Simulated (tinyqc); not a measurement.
Capillary instabilities by surface diffusion: grooving and agglomeration of films, edge retraction, wire break-up and smoothing of roughness: one step, computed by the program tinyqc.

Isotropic surface energy; shapes change by surface diffusion alone.

Task: The Mullins constant. B = D_s nu gamma_s Omega^2/(k_B T), D_s = D0 exp(-Q/(k_B T)).

Inputs (values chosen for the exercise, for a model film): surface energy gamma_s = 1.35 J/m^2; atomic volume Omega = 17 angstrom^3; surface sites nu = 9.9 1/nm^2; prefactor D0 = 1.3e-06 m^2/s; activation energy Q = 0.847 eV; temperature T = 510 K; time t = 30 s.

Constants: k_B = 8.617333262e-05 eV/K; k_B = 1.380649e-23 J/K.

Give: D_s; B; length (B t)^(1/4).

Result:

D_s = 5.546e-15 m^2/s

B = 3042 nm^4/s

length (B t)^(1/4) = 17.38 nm

Lengths grow as t^(1/4): doubling one takes 16 times as long, or roughly 91 K more.
